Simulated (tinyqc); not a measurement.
Thickness, silicon consumed, volume change, sheet resistance: thermodynamics of metal silicides: hull, first phase, silicon consumed, nucleation and stability against SiO2. Computed by tinyqc, a small Python program. Command: `OMP_NUM_THREADS=1 python tinyqc.py 3026064 3026065 out.jsonl silphase walk`. One thread of a shared host (Intel(R) Xeon(R) Processor @ 2.30GHz), about 0.01 s of CPU time with the checks.

Entropies of formation of the solids are neglected, so heats stand for free energies. Si fractions: M5Si3 0.3750, MSi 0.5000, MSi2 0.6667.

Inputs (values chosen for the exercise, of the order of those of titanium silicides for heats and volumes only): molar volume of M = 10.64 cm^3/mol; molar volume of Si = 12.06 cm^3/mol; metal thickness t = 21 nm.

Phases: M5Si3, MSi, MSi2.

volumes of the three phases per mole of M (cm^3/mol): 14.8  18.3  25.5

resistivities of the three phases (microohm cm): 31  14  17

Method. Per phase M_a Si_b, for ample silicon (not limited to t_Si): silicide thickness = t V/V_M; silicon consumed = t (b/a) V_Si/V_M; net volume change = V/(V_M + (b/a) V_Si) - 1; the top surface lies (silicide thickness - silicon consumed) above the old interface; sheet resistance = resistivity/thickness.

Films:
```
phase  thickness (nm)  Si consumed (nm)  volume change (%)  top above old interface (nm)  sheet resistance (ohm)
M5Si3          29.211            14.282            -17.207                        14.929                  10.613
MSi            36.118            23.803            -19.383                        12.316                   3.876
MSi2           50.329            47.605            -26.640                         2.724                   3.378
```

silicon consumed by MSi = 23.803 nm

sheet resistance of MSi = 3.8761 ohm

What follows from these numbers?

For a given sheet resistance the silicon consumed goes as resistivity x (b/a)/V: M5Si3 1.26, MSi 0.765, MSi2 1.33. It is least for MSi, which matters on shallow junctions and thin silicon. All three reactions shrink the total volume.

Extremes, crossings and ranges named in words are read from the listed rows.
